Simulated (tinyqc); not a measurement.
## Capacitance measurement on a leaky thin oxide: effects of series resistance and leakage: readings against frequency

The device is a capacitance C in parallel with a leakage conductance G, in series with Rs and Ls. An impedance meter reports either a parallel pair (Cp, Gp) from Y = 1/Z = Gp + i w Cp or a series pair (Cs, Rm) from Z = Rm + 1/(i w Cs); w = 2 pi f, dissipation D = Gp/(w |Cp|).

EOT = 3.9 tox/eox; CET = EOT + zc + zp; C = 3.9 eps0 A/CET; G = Jg A/Vs. Z = Rs + i w Ls + 1/(G + i w C); CET read from Cp = 3.9 eps0 A/Cp; errors under 0.001 % are printed as 0.

Values chosen for this exercise; values of the order met in thin-oxide MOS capacitors:
```
symbol,value,unit,meaning
eox,8.85,,relative permittivity of the gate insulator (close to aluminium oxide)
tox,8.8,nm,insulator thickness
A,100,um^2,gate area
zc,0.28,nm,oxide-equivalent thickness added by the accumulation layer
zp,0,nm,oxide-equivalent thickness added by gate depletion
Jg,0.014,A/cm^2,"gate leakage current density, not matched to the thickness"
Vs,0.26,V,voltage for an e-fold rise of the leakage
Rs,9.7,ohm,series resistance
Ls,360,nH,series inductance
```

Constants: eps0 = 8.8541878128e-14 F/cm where lengths are in cm. Results are converted to the units shown.

The same in every row: C (pF) = 0.83049.

Readings against frequency:
```
f (Hz)  Cp (pF)  Cs (pF)          D  error of Cp (%)  error of Cs (%)  CET read from Cp (nm)
1000    0.83049   89.264     10.319                0           1.06e4                 4.1580
3000    0.83049   10.656     3.4397                0             1180                 4.1580
10000   0.83049   1.7148     1.0319                0              106                 4.1580
30000   0.83049  0.92875    0.34397                0             11.8                 4.1580
1e5     0.83049  0.83933    0.10320                0             1.06                 4.1580
3e5     0.83049  0.83147   0.034412                0            0.118                 4.1580
1e6     0.83050  0.83058   0.010370          1.08e-3           0.0118                 4.1579
3e6     0.83057  0.83058  0.0035919           0.0105           0.0118                 4.1575
1e7     0.83147  0.83147  0.0015399            0.118            0.118                 4.1531
3e7     0.83940  0.83940  0.0018824             1.07             1.07                 4.1138
```

What does the table show?

D goes from 10.3 through a minimum of 0.00154 (at f = 1e7 Hz among the rows listed) to 0.00188; without inductance its minimum lies at f = sqrt(G (1 + G Rs)/Rs)/(2 pi C) = 1.43e7 Hz. The error of Cp goes from 0 to 1.07 % and that of Cs from 10600 to 1.07 %; at low frequency Cp tends to C/(1 + G Rs)^2 and Cs grows as 1 + (G/(w C))^2. One of the two readings is within 2 % of C for f = 1000, 3000, 10000, 30000, 1e5, 3e5, 1e6, 3e6, 1e7, 3e7 Hz. At the highest frequencies Ls raises both readings, by about w^2 Ls C in relative terms. For f = 1000, 3000, 10000 D exceeds 1, where the accuracy of real meters degrades in proportion to sqrt(1 + D^2).

Program tinyqc, `OMP_NUM_THREADS=1 python tinyqc.py 2022195 2022196 out.jsonl`; Intel Xeon 2.30GHz, shared host, one thread, about 0.01 s.
